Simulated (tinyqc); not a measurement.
Carrier statistics of a doped semiconductor with parabolic bands, step by step. Values are carried at full precision from step to step, so a last printed digit may differ when a step is redone from the rounded ones.

Constants: kB = 8.617333262e-05 eV/K; hbar^2/2m0 = 3.80998211 eV angstrom^2.

Parameters, chosen for this exercise (near those of Si; not measured data): Eg0 = 1.165 eV (gap at 0 K); al = 0.000479 eV/K (Varshni alpha); be = 626 K (Varshni beta); T = 300 K; ml = 0.911 m0 (longitudinal electron mass); mt = 0.192 m0 (transverse electron mass); Mv = 6 (equivalent valleys); mhh = 0.534 m0 (heavy-hole mass); mlh = 0.156 m0 (light-hole mass); ND = 1.5e+16 1/cm^3 (donors); NA = 6.1e+16 1/cm^3 (acceptors); ED = 0.0438 eV (donor level below Ec); EA = 0.0457 eV (acceptor level above Ev).

## Gap and thermal energy

Eg(T) = Eg0 - al T^2/(T + be) (Varshni).

Eg = 1.11844 eV
kT = 0.025852 eV

The gap has shrunk by 46.6 meV from 0 K and is 43.3 kT wide.

## Effective densities of states

m_de = Mv^(2/3) (ml mt^2)^(1/3); m_dh = (mhh^(3/2) + mlh^(3/2))^(2/3); N = 2 (m kB T/(4 pi c))^(3/2) with c = hbar^2/2m0, in 1/angstrom^3; times 1e24 for 1/cm^3.

m_de = 1.0653 m0
m_dh = 0.5888 m0
Nc = 2.7592e+19 1/cm^3
Nv = 1.1338e+19 1/cm^3

The light holes supply 13.6 % of Nv, and Nc/Nv = 2.43.

## Intrinsic density and level

With Boltzmann statistics ni = sqrt(Nc Nv) exp(-Eg/2kT) and Ei = Eg/2 + (kT/2) ln(Nv/Nc), counted from Ev.

ni = 7.13e+09 1/cm^3
Ei = 0.5477 eV

Ei lies 11.5 meV below midgap, towards the band with the smaller density of states.

## Neutrality by bisection

Energies are counted from Ev, so Ec = Eg. n = Nc F_1/2((EF - Eg)/kT), p = Nv F_1/2(-EF/kT), ND+ = ND/(1 + 2 exp((EF - Eg + ED)/kT)), NA- = NA/(1 + 4 exp((EA - EF)/kT)); neutrality asks p + ND+ = n + NA-. F_j(eta) = (1/Gamma(j + 1)) integral_0^infinity x^j dx/(1 + exp(x - eta)), which tends to exp(eta) for eta << 0.

Start from the bracket [-0.2 eV, Eg + 0.2 eV]; at the midpoint EF take the sign of p + ND+ - n - NA-; where it is positive EF must rise. Fourteen steps are shown.

Bisection (eV, 1/cm^3):
```
step       low     high        EF         n         p       ND+       NA-  sign
1     -0.20000  1.31844   0.55922  1.11e+10  4.57e+09  1.50e+16  6.10e+16     -
2     -0.20000  0.55922   0.17961  4.67e+03  1.09e+16  1.50e+16  5.97e+16     -
3     -0.20000  0.17961  -0.01019      3.02  1.17e+19  1.50e+16  1.71e+15     +
4     -0.01019  0.17961   0.08471       119  4.22e+17  1.50e+16  3.24e+16     +
5      0.08471  0.17961   0.13216       745  6.81e+16  1.50e+16  5.35e+16     +
6      0.13216  0.17961   0.15589  1.86e+03  2.73e+16  1.50e+16  5.77e+16     -
7      0.13216  0.15589   0.14402  1.18e+03  4.31e+16  1.50e+16  5.60e+16     +
8      0.14402  0.15589   0.14995  1.48e+03  3.43e+16  1.50e+16  5.70e+16     -
9      0.14402  0.14995   0.14699  1.32e+03  3.84e+16  1.50e+16  5.65e+16     -
10     0.14402  0.14699   0.14551  1.25e+03  4.07e+16  1.50e+16  5.63e+16     -
11     0.14402  0.14551   0.14476  1.21e+03  4.19e+16  1.50e+16  5.61e+16     +
12     0.14476  0.14551   0.14513  1.23e+03  4.13e+16  1.50e+16  5.62e+16     +
13     0.14513  0.14551   0.14532  1.24e+03  4.10e+16  1.50e+16  5.62e+16     -
14     0.14513  0.14532   0.14523  1.23e+03  4.11e+16  1.50e+16  5.62e+16     -
```

Each step halves the bracket, which is 0.185 meV wide at the last row.

## The neutral state

Solve the neutrality condition for EF to convergence.

EF = 0.1452 eV
n = 1.23e+03 1/cm^3
p = 4.12e+16 1/cm^3
ND+ = 1.50e+16 1/cm^3
NA- = 5.62e+16 1/cm^3

The material is p-type; 92.1 % of the acceptors are ionised. EF lies 5.62 kT inside the gap from the valence edge, so Boltzmann statistics would serve; n p/(Nc Nv exp(-Eg/kT)) = 0.999.

## Checks

- F_1/2(1) by the trapezoid rule against adaptive quadrature: both 1.575641.
- Positive against negative charge at the solution (1/cm^3): both 5.62075e+16.

Run: tinyqc, `OMP_NUM_THREADS=1 python tinyqc.py 1681602 1681603 out.jsonl`; Intel(R) Xeon(R) Processor @ 2.30GHz, one thread, shared host; about 0.01 s of CPU time with all checks.
